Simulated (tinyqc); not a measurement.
Froehlich polaron in a polar crystal: one step, computed by the program tinyqc. Command: `OMP_NUM_THREADS=1 python tinyqc.py 3022788 3022789 out.jsonl frohlich walk`. One thread of a shared host (Intel(R) Xeon(R) Processor @ 2.30GHz), about 0.06 s of CPU time with the checks.

One electron in a parabolic band of mass m*, coupled to dispersionless LO phonons in the continuum model. Energies are in units of hbar omega unless marked, wave numbers in k_0 = sqrt(2 m* omega/hbar).

Problem. Second-order perturbation theory. At T = 0 and k < k_0: E(k) = (k/k_0)^2 - alpha arcsin(k/k_0)/(k/k_0); so E(0) = -alpha, 1/m_p = (1 - alpha/6)/m*, and the mean number of phonons in the cloud at k = 0 is alpha/2. The Lee-Low-Pines variational state gives the same E(0) and m_p = m* (1 + alpha/6).

Inputs (values chosen for the exercise, modelled on aluminium nitride): LO phonon energy hbar omega = 112 meV; electron wave number k/k_0 = 0.56.

coupling constant alpha = 0.6274070

Give: energy shift at k = 0; E(k); m*/m_p, second order; m_p/m*, Lee-Low-Pines; phonons in the cloud.

Solution.

energy shift at k = 0 = -70.27 meV

E(k) = -0.3523 hbar omega

m*/m_p, second order = 0.8954

m_p/m*, Lee-Low-Pines = 1.105

phonons in the cloud = 0.3137
